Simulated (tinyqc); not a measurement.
Worked calculation: electrons shared among three sets of ellipsoidal valleys. Values are carried at full precision from step to step, so a last printed digit may differ when a step is redone from the rounded ones.

Constants: hbar^2/2m0 = 3.80998211 eV angstrom^2; kB = 8.617333262e-05 eV/K.

Inputs chosen for the exercise (masses and offsets near those of Ge; mobilities are free inputs, held fixed; shifted at random, so the results belong to these values and not to a real crystal):

| symbol | value | unit | meaning |
|---|---|---|---|
| ml | (1.657, 0.04, 0.913) | m0 | longitudinal masses of L, Gamma, Delta |
| mt | (0.0816, 0.04, 0.2029) | m0 | transverse masses |
| M | (4, 1, 6) |  | valleys in each set |
| T | 400 | K |  |
| dE | (0, 0.121, 0.168) | eV | edges of L, Gamma, Delta above the first |
| n | 8.8e+17 | 1/cm^3 | total electron density |
| mu | (4300, 18000, 1300) | cm^2/(V s) | mobility of each set |

## Masses of each set

One valley: m_d = (ml mt^2)^(1/3). Whole set: m_de = M^(2/3) m_d. Mean over three axes: 1/m_c = (1/ml + 2/mt)/3. Anisotropy K = ml/mt.

m_d, m_de, m_c (m0) and K of each set:

| set | m_d | m_de | m_c | K |
|---|---|---|---|---|
| L | 0.2226 | 0.5610 | 0.1195 | 20.31 |
| Gamma | 0.0400 | 0.0400 | 0.0400 | 1.00 |
| Delta | 0.3350 | 1.1061 | 0.2739 | 4.50 |

m_de/m_c is 4.70 for L, 1.00 for Gamma, 4.04 for Delta: many anisotropic valleys give many states at a light conductivity mass. m_c is the mean over three axes; a set that holds only some of the equivalent valleys conducts with a mass that depends on direction.

## Effective densities of states

N_i = M_i times N = 2 (m kB T/(4 pi c))^(3/2) with c = hbar^2/2m0, in 1/angstrom^3; times 1e24 for 1/cm^3, with m = (ml mt^2)^(1/3).

kT = 0.034469 eV

N_i (1/cm^3): L 1.6233e+19, Gamma 3.0908e+17, Delta 4.4942e+19

## Fermi level and populations

F_j(eta) = (1/Gamma(j + 1)) integral_0^infinity x^j dx/(1 + exp(x - eta)), which tends to exp(eta) for eta << 0.

Solve n = sum_i N_i F_1/2((EF - dE_i)/kT), energies from the edge of the first set.

EF = -0.1006 eV

eta_i: L -2.92, Gamma -6.43, Delta -7.79

n_i (1/cm^3): L 8.61e+17, Gamma 4.99e+14, Delta 1.86e+16

shares: L 0.9783, Gamma 0.0006, Delta 0.0211

L holds most electrons (97.8 %). Boltzmann weights N_i exp(-dE_i/kT) would give Gamma a share of 0.0006.

## Drift and Hall mobility of the mixture

With f_i the shares, mu_drift = sum f_i mu_i; low-field Hall mobility mu_H = sum f_i mu_i^2/mu_drift (scattering and anisotropy factors set to 1); the Hall density is n mu_drift/mu_H; rho = 1/(e n mu_drift), e = 1.602176634e-19 C.

mu_drift = 4244 cm^2/(V s)
mu_H = 4314 cm^2/(V s)
Hall density = 8.66e+17 1/cm^3
rho = 0.00167 ohm cm

A Hall measurement would read 98.4 % of the true density. The mobilities are of the size met in pure crystals; at this density impurities would cut them and raise rho, by a factor of two to ten or more depending on crystal and density.

## Checks

- Share of Gamma at n = 1e10 1/cm^3 against the Boltzmann weight: both 0.0005569.

Computed by tinyqc, a small Python program: `OMP_NUM_THREADS=1 python tinyqc.py 1650709 1650710 out.jsonl` (the numbers bound the seed that draws the inputs); one thread of a shared host (Intel(R) Xeon(R) Processor @ 2.30GHz), about 0.01 s for the whole set of steps.
